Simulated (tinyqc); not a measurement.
From one barrier to a miniband: Kronig-Penney superlattice by transfer matrices.

Wells (width a, potential 0, mass mw) alternate with barriers (width b, height V0, mass mb); period d = a + b; c = hbar^2/2m0. The vector (psi, psi'/m) is continuous, and a layer of thickness t carries it by M = [[cos kt, (m/k) sin kt], [-(k/m) sin kt, cos kt]] with k = sqrt(m (E - V)/c); for E < V, k = i kappa gives [[cosh, (m/kappa) sinh], [(kappa/m) sinh, cosh]] of kappa t. A Bloch state obeys cos(q d) = tr(Mb Mw)/2.

Constants: hbar^2/2m0 = 3.80998211 eV angstrom^2.

Inputs chosen for the exercise (near those of a GaAs superlattice with barriers of AlGaAs; not measured data): a = 98 angstrom (well width); b = 25 angstrom (barrier width); V0 = 0.154 eV (barrier height); mw = 0.0664 m0 (mass in the wells); mb = 0.0828 m0 (mass in the barriers).

Transmission through N barriers separated by wells, between leads of the well material: T = 4/[(M11 + M22)^2 + (u M12 - M21/u)^2] with u = k/mw and M the product over all layers; twelve evenly spaced energies around the first miniband.

Transmission:

| E (eV) | tr M/2 of a period | N = 1 | N = 2 | N = 4 | N = 8 |
|---|---|---|---|---|---|
| 0.013460 | 2.518 | 0.0988 | 0.00430 | 7.92e-06 | 2.68e-11 |
| 0.016349 | 1.850 | 0.118 | 0.00966 | 7.14e-05 | 3.94e-09 |
| 0.019238 | 1.257 | 0.136 | 0.0243 | 0.00133 | 4.82e-06 |
| 0.022128 | 0.734 | 0.154 | 0.0778 | 0.782 | 0.478 |
| 0.025017 | 0.275 | 0.171 | 0.405 | 0.191 | 0.234 |
| 0.027906 | -0.123 | 0.187 | 0.791 | 0.502 | 0.245 |
| 0.030795 | -0.467 | 0.203 | 0.226 | 0.187 | 0.303 |
| 0.033684 | -0.760 | 0.219 | 0.108 | 0.561 | 0.260 |
| 0.036573 | -1.006 | 0.234 | 0.0700 | 0.0177 | 0.00377 |
| 0.039463 | -1.209 | 0.248 | 0.0534 | 0.00380 | 2.33e-05 |
| 0.042352 | -1.373 | 0.262 | 0.0450 | 0.00153 | 1.86e-06 |
| 0.045241 | -1.501 | 0.276 | 0.0405 | 0.000857 | 3.84e-07 |

5 of the energies lie in the miniband (|tr M/2| <= 1); there T for N = 8 runs between 0.234 and 0.478. In the gaps it falls with N: at E = 0.0452 eV from 0.000857 (N = 4) to 3.84e-07 (N = 8), a slope of ln T of -1.93 a period, against -2 arccosh|tr M/2| = -1.93.

Computed by tinyqc, a small Python program: `OMP_NUM_THREADS=1 python tinyqc.py 1251516 1251517 out.jsonl` (the numbers bound the seed that draws the inputs); one thread of a shared host (Intel(R) Xeon(R) Processor @ 2.30GHz), about 0.05 s for the whole set of steps.
